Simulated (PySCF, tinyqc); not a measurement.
A ladder of methods, and size consistency: correlation methods against full CI in the 6-31g basis, for H4, spin multiplicity 1. Computed by the program tinyqc with PySCF. All electrons correlated; +Q is the Davidson correction (1 - c0^2) E_corr. The last columns treat two copies 100 angstrom apart as one system. FCI is the lowest singlet.

Geometry (angstrom):
```
atom       x       y       z
H     0.0000  0.0000  0.0000
H     0.0000  0.0000  1.1930
H     0.0000  1.6390  0.0000
H     0.0000  1.6390  1.1930
```

RHF energy of one = -2.056106 hartree

Correlation energies (hartree):
```
method   E_corr of one  share of FCI (%)  E_corr of two at 100 angstrom  two minus twice one (mhartree)
MP2          -0.052581           59.4086                      -0.105161                          0.0000
CISD         -0.084289           95.2340                      -0.154792                         13.7857
CISD+Q       -0.092622          104.6492                      -0.177828                          7.4159
CCSD         -0.088393           99.8717                      -0.176787                          0.0000
CCSD(T)      -0.088459           99.9461                      -0.176918                          0.0000
FCI          -0.088507          100.0000                              -                               -
```

What does the comparison show, and why?

MP2 recovers 59 %, CISD 95.2 % and CCSD 99.9 % of the FCI value (c0^2 = 0.901 in CISD). MP2 and coupled cluster are size consistent, so their last column vanishes; CISD loses 13.79 mhartree, since a double excitation on each copy is a quadruple of the pair, and the Davidson correction leaves +7.42. The restricted reference is unstable here: a spin-polarised solution lies 0.0152 hartree lower (PySCF), so results built on it describe a poor reference.
